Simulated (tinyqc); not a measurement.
Worked calculation: critical temperature from a phonon spectrum: McMillan, Allen-Dynes and the linearised Eliashberg equation. Computed by tinyqc, a small Python program that keeps every step. Command: `OMP_NUM_THREADS=1 python tinyqc.py 3000364 3000365 out.jsonl eliashberg walk`. One thread of a shared host (Intel(R) Xeon(R) Processor @ 2.30GHz), about 0.02 s of CPU time with the checks. Intermediate numbers are printed to about 6 digits and carried at full precision; extremes and crossings named in words are read from the listed rows.

alpha^2 F(omega) = sum_i (lambda_i omega_i/2) delta(omega - omega_i), so that lambda = 2 int alpha^2 F/omega d omega = sum_i lambda_i.

Inputs (values chosen for the exercise, for a model metal):
```
quantity,value,unit
peak energy omega_1,42.3,meV
coupling lambda_1,0.374,-
peak energy omega_2,104,meV
coupling lambda_2,0.497,-
Coulomb pseudopotential mu*,0.1,-
trial temperature,40.6,K
Matsubara points N in the small matrix,6,-
```

Peaks in alpha^2 F: two.

Constants: k_B = 8.617333262e-05 eV/K.

## Moments of the spectrum

omega_log = exp(sum lambda_i ln omega_i / lambda); omega_rms = sqrt(sum lambda_i omega_i^2 / lambda).

lambda = 0.871

omega_log = 70.6762 meV

omega_rms = 83.3067 meV

## McMillan and Allen-Dynes

McMillan form: k_B T_c = (omega_log/1.2) exp[-1.04 (1 + lambda)/(lambda - mu* (1 + 0.62 lambda))]. Allen-Dynes multiplies it by f1 f2: f1 = [1 + (lambda/L1)^(3/2)]^(1/3), L1 = 2.46 (1 + 3.8 mu*); f2 = 1 + (omega_rms/omega_log - 1) lambda^2/(lambda^2 + L2^2), L2 = 1.82 (1 + 6.3 mu*) omega_rms/omega_log.

T_c, McMillan form = 45.3002 K

f1 = 1.04157

f2 = 1.01044

T_c, Allen-Dynes = 47.6758 K

The two corrections raise T_c by 5.2 %.

## The small kernel at the trial temperature

Linearised Eliashberg equation at omega_n = (2n + 1) pi k_B T, n = 0..N-1: lambda(j) = sum_i lambda_i omega_i^2/(omega_i^2 + (2 pi j k_B T)^2); K_mn = lambda(m - n) + lambda(m + n + 1) - 2 mu*(N) - delta_mn [2m + 1 + lambda(0) + 2 sum_(j=1..m) lambda(j)], with 1/mu*(N) = 1/mu* + ln(omega_rms/omega_N), omega_N = (2N + 1) pi k_B T. T_c is where the largest eigenvalue rho of K is zero.

lambda(j), j = 0, 1, ...: [0.871000, 0.770217, 0.601430, 0.463486, 0.360108, 0.283020, 0.225418, 0.182114, 0.149232, 0.123951, 0.104250, 0.088688]

mu*(N) = 0.105703

K, lower triangle (symmetric):
```
,1,2,3,4,5,6
1,-0.4412
2,1.1602,-4.2884
3,0.8535,0.9189,-7.6717
4,0.6122,0.6730,0.7842,-10.6996
5,0.4317,0.4775,0.5721,0.7080,-13.4779
6,0.2970,0.3308,0.4013,0.5140,0.6631,-16.0792
```

## Largest eigenvalue of the small kernel

K is the kernel of the linearised Eliashberg equation on the Matsubara points omega_n = (2n + 1) pi k_B T; T_c is where its largest eigenvalue rho is zero. Diagonalise K; at rho = 0 the eigenvector c is the gap function Delta_n/omega_n up to a factor; away from it Delta_n/Delta_0 = (2n + 1) c_n/c_0 is only an estimate.

largest eigenvalue rho = 0.155685

Delta_n/Delta_0: [1.00000, 0.95126, 0.80710, 0.65086, 0.50424, 0.37377]

rho > 0: in this small matrix the trial temperature lies below T_c.

## Critical temperature from the full kernel

N is the smallest integer at or above 8 omega_max/(2 pi k_B T_AD), omega_max the highest peak and T_AD the Allen-Dynes value.

N used = 33

T_c, Eliashberg = 44.8706 K

k_B T_c/omega_log = 0.0547093

Allen-Dynes/Eliashberg = 1.06252

McMillan/Eliashberg = 1.00957

## Scaling the whole coupling

All lambda_i are multiplied by s. The last column is the large-lambda limit for mu* = 0, k_B T_c = 0.1827 omega_rms sqrt(lambda).

T_c (K):
```
s,lambda,McMillan,Allen-Dynes,Eliashberg,large-lambda limit
0.6,0.5226,11.810,12.091,10.863,127.682
0.8,0.6968,28.206,29.253,27.005,147.435
1.0,0.8710,45.300,47.676,44.871,164.837
1.3,1.1323,68.185,73.535,70.604,187.943
1.7,1.4807,92.344,103.205,101.241,214.921
2.3,2.0033,118.102,139.684,140.477,249.988
3.2,2.7872,142.697,183.687,188.845,294.869
```

McMillan/Eliashberg runs from 1.09 at lambda = 0.52 to 0.76 at 2.79: the exponential form levels off at large lambda, while the true T_c keeps rising (exponent 0.90 between the last rows, tending to 1/2). Allen-Dynes stays within about 11 % over the table. The last row reaches 64 % of the mu* = 0 limit; with mu* above zero T_c stays below that line at any lambda.

## Isotope exponent

T_c ~ M^(-a). All omega_i scale as M^(-1/2) at fixed lambda, but mu* = mu/(1 + mu ln(E_F/omega)) changes: d mu*/d ln omega = mu*^2. In the McMillan form a = (1/2) [1 - 1.04 (1 + lambda)(1 + 0.62 lambda) mu*^2/(lambda - mu* (1 + 0.62 lambda))^2].

isotope exponent a = 0.470855

The exponent is close to the BCS value 1/2.

Checks made by the program: one-point kernel at mu* = 0: rho = lambda(1) - 1 (relative difference below 1e-10); T_c against the Allen-Dynes fit (relative difference 6e-02).
